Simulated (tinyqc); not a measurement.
Inside a calculation: averaged masses of warped heavy- and light-hole bands. Values are carried at full precision from step to step, so a last printed digit may differ when a step is redone from the rounded ones.

Constants: Ry = 13.60569312 eV; a0 (Bohr radius) = 0.5291772105 angstrom; kB = 8.617333262e-05 eV/K; hbar^2/2m0 = 3.80998211 eV angstrom^2.

Inputs chosen for the exercise (near those of GaP; shifted at random, so the results belong to these values and not to a real crystal):
- g1 = 4.01 (Luttinger gamma1)
- g2 = 0.49 (gamma2)
- g3 = 1.25 (gamma3)
- eps = 11 (dielectric constant)
- mso = 0.256 m0 (split-off mass)
- Dso = 0.083 eV (spin-orbit splitting)
- T = 300 K (temperature)

## Other forms of the parameters

Dresselhaus-Kip-Kittel form E = c [A k^2 -/+ sqrt(B^2 k^4 + C^2 (kx^2 ky^2 + ky^2 kz^2 + kz^2 kx^2))] with A = g1, B = 2 g2, C^2 = 12 (g3^2 - g2^2). Spherical form: mu = (6 g3 + 4 g2)/(5 g1), delta = (g3 - g2)/g1, masses 1/(g1 (1 -/+ mu)). Effective rydberg R* = Ry/(g1 eps^2) and radius a* = a0 g1 eps.

A, B, |C|: [4.010, 0.980, 3.984]

mu, delta: [0.4718, 0.1895]

spherical masses, heavy and light (m0): [0.4721, 0.1694]

R* = 28.04 meV
a* = 23.3 angstrom

delta/mu = 0.40 measures the warping against the spherical splitting.

## Masses along six directions

Four-band hole energies E = c k^2 f(u), c = hbar^2/2m0, f = g1 -/+ 2 sqrt(g2^2 + 3 (g3^2 - g2^2) s), s = ux^2 uy^2 + uy^2 uz^2 + uz^2 ux^2 for the unit vector u; minus for heavy, plus for light holes; the mass along u is 1/f.

Give s and both masses.

Masses (m0):
```
direction        s   heavy   light
[100]      0.00000  0.3300  0.2004
[110]      0.25000  0.5586  0.1605
[111]      0.33333  0.6623  0.1536
[210]      0.16000  0.4674  0.1700
[311]      0.15702  0.4647  0.1704
[411]      0.10185  0.4158  0.1781
```

The heavy mass grows by a factor of 2.01 from [100] to [111] while the light one shrinks by 23 %; 1/m_heavy + 1/m_light = 2 g1 in every direction.

## Density-of-states masses from three directions

m_d^(3/2) is the angular mean of m(u)^(3/2). The rule mean = (10 F[100] + 16 F[110] + 9 F[111])/35 is exact for cubic harmonics up to sixth order. Total m_d = (m_h^(3/2) + m_l^(3/2))^(2/3).

m^(3/2):
```
direction    heavy    light
[100]      0.18960  0.08971
[110]      0.41750  0.06431
[111]      0.53893  0.06020
```

m_d heavy, light (m0): [0.5280, 0.1707]

total = 0.5908 m0
share of light holes = 15.5 %

## Averages on a grid

Grid: n x n midpoints in cos(theta) from 0 to 1 and phi from 0 to pi/2, equal weights. m_d = <f^(-3/2)>^(2/3). Conductivity mass for one scattering time: 1/m_c = <|w|^2 f^(-5/2)>/<f^(-3/2)> with w = grad_k(k^2 f)/(2 k), that is |w|^2 = f^2 + |angular gradient of f|^2/4.

Use n = 40.

m_d heavy, light (m0): [0.5166, 0.1673]

m_c heavy, light (m0): [0.4513, 0.1638]

The three-direction rule differs from the grid by +2.20 % for heavy holes. Warping makes m_c of the heavy holes 13 % smaller than m_d; on a sphere the two are equal.

## Effective density of states

Nv = 2 (kT/(4 pi c))^(3/2) [m_h^(3/2) + m_l^(3/2) + mso^(3/2) exp(-Dso/kT)], c = hbar^2/2m0, parabolic bands, m_h and m_l the density-of-states masses from the grid; 1 angstrom^-3 = 1e24 cm^-3.

prefactor = 2.5094e+19 cm^-3

the three terms: [0.37129, 0.06843, 0.00522]

Nv = 1.117e+19 cm^-3

shares (%): [83.4, 15.4, 1.2]

kT/Dso = 0.31: thermal holes reach energies comparable with Dso, where the four-band form fails and the true Nv is larger.

## Checks

- m_d and m_c of heavy holes for g2 = g3 against 1/(g1 - 2 g3): they agree to 1e-10 or better.
- m_d of heavy holes on grids of 40 and 160: 0.5166 against 0.5165.

Run: tinyqc, `OMP_NUM_THREADS=1 python tinyqc.py 1051262 1051263 out.jsonl`; Intel(R) Xeon(R) Processor @ 2.30GHz, one thread, shared host; about 0.01 s of CPU time with all checks.
